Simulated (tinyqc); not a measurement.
Electroplating on a thin resistive seed layer: kinetics, Wagner number and the terminal effect across a wafer. From one set of inputs to another, one input at a time. Computed by tinyqc, a small Python program. Command: `OMP_NUM_THREADS=1 python tinyqc.py 3120160 3120161 out.jsonl terminal ladder`. One thread of a shared host (Intel(R) Xeon(R) Processor @ 2.30GHz), about 0.05 s of CPU time with the checks.

Current enters the seed at the rim. The bath is treated as a local resistance per area (no lateral flow in the liquid), two electrons per ion, molar volume 7.11 cm^3/mol, Faraday constant F = e N_A, kinematic viscosity 0.01 cm^2/s, omega = 2 pi x rpm/60; k_B T/e is in volts.

The inputs printed are set A. Inputs not listed in the table keep their values of set A, so the rows need not describe a real material.

Inputs (values chosen for the exercise, of the order of those for copper plating from an acid sulfate bath):

| quantity | value | unit |
|---|---|---|
| wafer radius R | 7.5 | cm |
| seed thickness t | 130 | nm |
| seed resistivity | 24 | microohm cm |
| bath conductivity kappa | 0.042 | S/cm |
| gap to the anode h | 11 | cm |
| extra resistance of a porous plate | 160 | ohm cm^2 |
| exchange current density i_0 | 0.27 | mA/cm^2 |
| cathodic transfer coefficient alpha | 0.76 | - |
| mean current density | 2.9 | mA/cm^2 |
| diffusivity of the metal ion | 4.2e-06 | cm^2/s |
| metal ion concentration | 0.27 | mol/L |
| rotation rate | 60 | rpm |
| temperature T | 298 | K |

Constants: e = 1.602176634e-19 C; N_A = 6.02214076e+23 1/mol; k_B = 8.617333262e-05 eV/K.

Method:
- Growth rate = i V_m/(2 F). Levich limit i_L = 0.62 x 2 F D^(2/3) omega^(1/2) nu^(-1/6) c. Tafel overpotential eta = (k_B T/(alpha e)) ln(i/i_0); kinetic resistance k_B T/(alpha e i); bath resistance h/kappa + plate; R_s = resistivity/t; Wagner number = kinetic resistance x kappa/R.
- Linearised: with R_t = kinetic + bath resistance the current density obeys (1/r)(r i')' = i R_s/R_t, so i = A I_0(r/l), l = sqrt(R_t/R_s); with x = R/l, edge/centre = I_0(x) and edge/mean = x I_0(x)/(2 I_1(x)).
- Voltage drop in the seed for a uniform current: i R_s R^2/4.
- Full model: seed potential phi(r) with (1/r)(r phi')' = R_s i, where i solves phi = R_b i + (k_B T/(alpha e)) ln(i/i_0) (phi being the driving voltage left at r); phi'(0) = 0 and phi'(R) = R_s i_mean R/2. Solved by collocation to a tolerance of 1e-7.

Each row keeps all changes above it:

| input moved | from | to | edge over centre, full model | edge over centre, linear | drop for uniform current (mV) |
|---|---|---|---|---|---|
| set A | - | - | 1.061 | 1.061 | 75.3 |
| gap to the anode h (cm) | 11 | 9.8 | 1.065 | 1.065 | 75.3 |
| wafer radius R (cm) | 7.5 | 15 | 1.273 | 1.273 | 301.2 |
| exchange current density i_0 (mA/cm^2) | 0.27 | 0.38 | 1.273 | 1.273 | 301.2 |
| mean current density (mA/cm^2) | 2.9 | 3.9 | 1.275 | 1.275 | 405.0 |
| cathodic transfer coefficient alpha | 0.76 | 0.4 | 1.270 | 1.270 | 405.0 |
| bath conductivity kappa (S/cm) | 0.042 | 0.065 | 1.343 | 1.343 | 405.0 |
| seed resistivity (microohm cm) | 24 | 16 | 1.223 | 1.223 | 270.0 |

Edge over centre, full model goes from 1.06 to 1.22, a factor 1.15 in all. The largest single move comes from wafer radius R (a factor 1.20), and seed resistivity works against it (a factor 0.910). Edge over centre, linear goes from 1.06 to 1.22, a factor 1.15 in all. The largest single move comes from wafer radius R (a factor 1.20), and seed resistivity works against it (a factor 0.910). Drop for uniform current goes from 75.3 to 270, a factor 3.59 in all. The largest single move comes from wafer radius R (a factor 4.00), and seed resistivity works against it (a factor 0.667). The single moves hold for this order of the switches; the total does not depend on the order.

Extremes, crossings and ranges named in words are read from the listed rows.
